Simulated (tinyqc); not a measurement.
# Trap and transport parameters from the curve

Inverse problem. A layer shows an ohmic current q n0 mu V/L, then a square law (9/8) th eps0 eps_r mu V^2/L^3 above Vx = 8 q n0 L^2/(9 th eps0 eps_r), and trap filling at V_TFL = q Nt L^2/(2 eps0 eps_r). th = y/(1 + y), y = (Nc/Nt) exp(-Et/kB T). The square-law current at V is given. Find th, n0, Nt and Et.

Inputs (values chosen for the exercise): temperature T = 300 K; relative permittivity eps_r = 15.4; mobility mu = 22 cm^2/(V s); thickness L = 770 nm; band density of states Nc = 1.9e20 cm^-3; voltage V = 7.3 V.

Constants: q = 1.602176634e-19 C, kB = 1.380649e-23 J/K, Vt = kB T/q, eps0 = 8.8541878128e-14 F/cm where lengths are in cm. Results are converted to the units shown.

Mott-Gurney J = 112.61636 A/cm^2
Vx = 9.9642456 V
V_TFL = 208.99873 V

Solution. The square law gives th, Vx gives n0, V_TFL gives Nt, and th with Nt gives Et.

th = 0.0286
n0 = 4.60e14 cm^-3
Nt = 6.00e17 cm^-3
Et = 0.240 eV

Numbers from tinyqc (`OMP_NUM_THREADS=1 python tinyqc.py 2370030 2370031 out.jsonl`; about 0.01 s on one thread of a shared Intel Xeon 2.30GHz).
